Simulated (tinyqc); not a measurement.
Decay of LO phonons and the hot-phonon bottleneck in the cooling of electrons: one step, computed by the program tinyqc. Command: `OMP_NUM_THREADS=1 python tinyqc.py 3022143 3022144 out.jsonl hotphonon walk`. One thread of a shared host (Intel(R) Xeon(R) Processor @ 2.30GHz), about 0.01 s of CPU time with the checks.

n(E, T) = 1/(exp(E/(k_B T)) - 1) is the Bose occupation. Electrons have a temperature T_e; the LO modes within their reach share one occupation N; the decay products stay at the lattice temperature.

Question. Lifetime and Raman width. Decay rate 1/tau = (1/tau_0) [1 + 2 n_2 + b (1 + 3 n_3 + 3 n_3^2)]/(1 + b), n_2 = n(hbar omega/2), n_3 = n(hbar omega/3). Full width Gamma = 1/(2 pi c tau) in 1/cm, c in cm/s.

Inputs (values chosen for the exercise, modelled on silicon carbide):
```
quantity                              value  unit
LO energy hbar omega                    119   meV
lifetime at T = 0, tau_0                3.8    ps
weight b of the three-phonon channel   0.05     -
lattice temperature T                   150     K
```

Decay channel: two equal phonons plus a three-phonon channel.

Constants: k_B = 8.617333262e-05 eV/K; c = 299792458 m/s.

Give: thermal factor tau_0/tau; phonon lifetime tau; Raman width Gamma; equilibrium LO occupation N_0.

Answer.

thermal factor tau_0/tau = 1.0266

phonon lifetime tau = 3.7016 ps

Raman width Gamma = 1.4342 1/cm

equilibrium LO occupation N_0 = 1.0042e-04

Spontaneous decay rules: the products are hardly occupied.
